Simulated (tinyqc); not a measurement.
Van der Pauw, Hall and four-point-probe measurements on a doped layer: two steps of the calculation.

A uniform n-type layer with sheet resistance Rs = 1/(q ns mu), point contacts, low field (mu B small).

Parameters, values chosen for the exercise: sheet density of the layer ns = 2.9e14 cm^-2; drift mobility mu = 100 cm^2/(V s); Hall factor rH = 0.8; magnetic field B = 0.3 T; current I = 1000 uA; side ratio a/b of a rectangular sample with corner contacts ar = 1.41.

Constants: q = 1.602176634e-19 C. Results are converted to the units shown.

Problem 1. Resistances and Hall voltage. Rs = 1/(q ns mu). For a rectangle with contacts at the corners, RA = (8 Rs/pi) sum_(k>=0) ln coth((2k + 1) pi a/(2 b)) with current along a short side b and voltage along the opposite one, RB the same with a and b exchanged; Hall voltage VH = rH B I/(q ns), negative for electrons.

Find: Rs; RA; RB; VH.

Solution 1.

Rs = 215.2 ohm/square
RA = 13.07 ohm
RB = 119.9 ohm
VH = -0.5165 mV

RB/RA = 9.18; for a square both equal Rs ln 2/pi = 47.5 ohm.

Problem 2. New z. The van der Pauw equation exp(-pi RA z) + exp(-pi RB z) = 1 is solved for z = 1/Rs: e1 = exp(-pi RA z), e2 = exp(-pi RB z), f = e1 + e2 - 1, f' = -pi (RA e1 + RB e2), z(new) = z - f/f'.

z at the start = 3.3176948 mS
RA = 13.066923 ohm
RB = 119.93844 ohm

Give: e1; e2; f; f'; z after iteration 1.

Solution 2.

e1 = 0.87267
e2 = 0.28648
f = 0.15915
f' = -0.14377 kohm
z after iteration 1 = 4.4247 mS

Numbers from tinyqc (`OMP_NUM_THREADS=1 python tinyqc.py 2850114 2850115 out.jsonl`; about 0.01 s on one thread of a shared Intel Xeon 2.30GHz).
